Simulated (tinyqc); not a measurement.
# From one set of inputs to another, one input at a time

Model: solubility, supersaturation, precipitation and gettering of an impurity in a silicon-like host. Computed by tinyqc, a small Python program. Command: `OMP_NUM_THREADS=1 python tinyqc.py 3015503 3015504 out.jsonl ripen ladder`. One thread of a shared host (Intel(R) Xeon(R) Processor @ 2.30GHz), about 0.01 s of CPU time with the checks.

The wafer was saturated at T1 and is then held at T.

The inputs printed are set A. Inputs not listed in the table keep their values of set A, so the rows need not describe a real material.

Inputs (values chosen for the exercise, for a model impurity):
```
quantity                                   value        unit
site density N0                            5e+22      1/cm^3
enthalpy of solution H                      2.53          eV
entropy of solution S                        7.7         k_B
diffusion prefactor D0                   0.00088      cm^2/s
migration energy Q                         0.581          eV
temperature of saturation T1                1225           K
anneal temperature T                        1004           K
sink density n                           5.7e+07      1/cm^3
initial sink radius r0                       6.7          nm
impurity density in the precipitate C_p  6.1e+22      1/cm^3
interface energy gamma                      0.31       J/m^2
anneal time t                                 43           s
wafer thickness w                            775  micrometre
```

Gettering: relaxation gettering at sinks.

Constants: k_B = 8.617333262e-05 eV/K; k_B = 1.380649e-23 J/K.

Method:
- C_eq(T) = N0 exp(S/k_B - H/(k_B T)); D(T) = D0 exp(-Q/(k_B T)); C0 = C_eq(T1). Supersaturation s = C0/C_eq(T); critical radius r* = 2 gamma/(C_p k_B T ln s); barrier W* = (4 pi/3) gamma r*^2. Strain energy is left out.
- tau0 = 1/(4 pi n r0 D); C_fixed(t) = C_eq + (C0 - C_eq) exp(-t/tau0). If all excess precipitates, the final radius is r_f = [r0^3 + 3 (C0 - C_eq)/(4 pi n C_p)]^(1/3), with tau_f = 1/(4 pi n r_f D).
- Near a surface held at C_eq(T) the excess decays by out-diffusion over sqrt(D t) and by capture over L_s = sqrt(D tau_f) = (4 pi n r_f)^(-1/2); the shorter length sets the depth from which the surface draws.

Each row keeps all changes above it:
```
input moved                      from        to  supersaturation s  final radius r_f (nm)  capture length L_s (micrometre)
set A                               -         -             195.50                 66.541                           144.85
enthalpy of solution H (eV)      2.53      3.02             543.12                 14.655                           308.65
sink density n (1/cm^3)      57000000  42000000             543.12                 16.088                           343.17
entropy of solution S (k_B)       7.7       7.8             543.12                 16.595                           337.89
migration energy Q (eV)         0.581     0.671             543.12                 16.595                           337.89
initial sink radius r0 (nm)       6.7        78             543.12                 78.233                           155.62
anneal temperature T (K)         1004      1040             162.23                 78.232                           155.62
anneal time t (s)                  43        69             162.23                 78.232                           155.62
```

Which inputs carry the difference?

Supersaturation s goes from 196 to 162, a factor 0.830 in all. The largest single move comes from anneal temperature T (a factor 0.299), and enthalpy of solution H works against it (a factor 2.78). Final radius r_f goes from 66.5 to 78.2, a factor 1.18 in all. The largest single move comes from initial sink radius r0 (a factor 4.71), and enthalpy of solution H works against it (a factor 0.220). Capture length L_s goes from 145 to 156, a factor 1.07 in all. The largest single move comes from initial sink radius r0 (a factor 0.461), but it runs against the net change; the largest move in the direction of the net change is enthalpy of solution H (a factor 2.13). The single moves hold for this order of the switches; the total does not depend on the order.

Caution (all rows): the barrier to homogeneous nucleation is below 35 k_B T for these inputs, so new precipitates would form and outnumber the fixed sinks assumed here.

Extremes, crossings and ranges named in words are read from the listed rows.
